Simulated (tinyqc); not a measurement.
Single-domain magnet: Stoner-Wohlfarth switching, Neel-Arrhenius retention, LLG dynamics and spin torque: one step, computed by the program tinyqc.

The moment is uniform, with unit vector m; z is the easy axis. mu_0 = 1.25663706212e-6 T m/A, gamma = 1.76085963023e11 rad/(s T).

Task: Barrier in a tilted field. Energy over K_eff V: e(theta) = sin^2(theta) + 2 h cos(theta - psi) for m at the angle theta from +z and a field that points at psi from -z (it pulls m away from +z towards negative theta); h_sw = (cos^(2/3) psi + sin^(2/3) psi)^(-3/2). The metastable minimum and the saddle are the two roots of e'(theta) = sin(2 theta) - 2 h sin(theta - psi) on either side of theta_c = -arctan(tan^(1/3) psi).

Inputs (values chosen for the exercise, for a model magnet): temperature T = 77 K; field angle psi from the easy axis = 30 degrees; reversing field h = H/H_K = 0.25.

Shape: thin disc, easy axis normal to it.

stability factor Delta = 451.0000

Give: switching field h_sw; minimum theta; saddle theta; barrier / (K_eff V); barrier / (k_B T).

Result:

switching field h_sw = 0.5240

minimum theta = -9.214 degrees

saddle theta = -75.61 degrees

barrier / (K_eff V) = 0.3907

barrier / (k_B T) = 176.2

The form (1 - h/h_sw)^n reproduces this barrier with n = 1.450; n is 2 for a field on the axis, and the approach to h_sw has the exponent 3/2 off the axis. Caution: a flat cylinder has a smaller N_z than the spheroid of the same t/d, so K_eff of a real disc is larger.
